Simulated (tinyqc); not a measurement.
Oxide trap near a transistor channel: two-state multiphonon kinetics, telegraph noise and bias instability. Changing the trap depth x from the interface. Computed by tinyqc, a small Python program. Command: `OMP_NUM_THREADS=1 python tinyqc.py 3029899 3029900 out.jsonl oxidetrap sweep`. One thread of a shared host (Intel(R) Xeon(R) Processor @ 2.30GHz), about 0.01 s of CPU time with the checks.

An n-channel device under positive gate bias. The trap is empty (state 1) or holds an electron (state 2); both states are parabolas of equal curvature, and the electron reservoir is taken at the Fermi level of the channel.

Inputs (values chosen for the exercise, with an insulator like HfO2 on silicon):
```
quantity                                value   unit
insulator constant eps_ox                20.8      -
insulator thickness t_ox                  3.5     nm
tunnel barrier phi_b                     1.43     eV
tunnelling mass m_ox                     0.21    m_0
trap level above E_F at zero field E_t   0.23     eV
relaxation energy E_R                     1.7     eV
oxide field F                               2  MV/cm
attempt rate k_0 at the interface       2e+12    1/s
temperature T                             300      K
channel width W                           140     nm
channel length L                           22     nm
frequency f                                80     Hz
```

Parts treated: one trap and an ensemble.

Constants: hbar^2/(2 m_0) = 3.80998212 eV angstrom^2; k_B = 8.617333262e-05 eV/K; e = 1.602176634e-19 C; eps_0 = 8.8541878128e-12 F/m.

Method:
- kappa = sqrt(2 m_ox phi_b)/hbar = sqrt(m_ox phi_b/(hbar^2/2m_0)); attenuation length lambda = 1/(2 kappa); factor exp(-x/lambda) for a rectangular barrier.
- E_21 = E_t - e F x is the energy of state 2 over state 1; barriers E_c = (E_R + E_21)^2/(4 E_R), E_e = E_c - E_21; tau_c = exp(E_c/k_B T)/(k_0 P), tau_e = exp(E_e/k_B T)/(k_0 P), P the tunnelling factor; occupation f_2 = tau_e/(tau_c + tau_e); 1/tau_0 = 1/tau_c + 1/tau_e.
- Charge-sheet step dV = e (t_ox - x)/(eps_ox eps_0 W L); Lorentzian spectrum S(f) = 4 dV^2 tau_0^2/((tau_c + tau_e)(1 + (2 pi f tau_0)^2)); corner 1/(2 pi tau_0); variance dV^2 f_2 (1 - f_2) = dV^2 tau_0/(tau_c + tau_e).

One run for each value; columns: (1) trap depth x from the interface (nm); (2) capture time tau_c (s); (3) emission time tau_e (s); (4) threshold step dV (mV); (5) tunnelling factor; (6) occupation f_2:
```
(1)        (2)         (3)      (4)         (5)         (6)
0.30  0.001174  1.6356e-06  0.90385  1.8554e-01  1.3916e-03
0.61  0.001829  2.8043e-05  0.81629  3.2545e-02  1.5103e-02
0.91  0.002928  4.5734e-04  0.73156  6.0384e-03  1.3509e-01
1.20  0.004799  7.0656e-03  0.64964  1.1851e-03  5.9552e-01
1.50  0.008329  1.2490e-01  0.56491  2.1988e-04  9.3748e-01
1.80  0.015060  2.3000e+00  0.48017  4.0796e-05  9.9349e-01
2.10  0.028369  4.4128e+01  0.39544  7.5694e-06  9.9936e-01
2.40  0.055675  8.8201e+02  0.31070  1.4044e-06  9.9994e-01
```

Over the rows, capture time tau_c (s) rises from 0.00117 to 0.0557 (exponent d ln y / d ln x 0.62 between the first rows and 5.0 between the last); emission time tau_e (s) rises from 1.64e-6 to 882 (exponent d ln y / d ln x 4.0 between the first rows and 22 between the last); threshold step dV (mV) falls from 0.904 to 0.311 (exponent d ln y / d ln x -0.14 between the first rows and -1.8 between the last).

Caution (rows 2.40): the field lowers the tunnel barrier appreciably over the trap depth, so the rectangular barrier understates the rate.
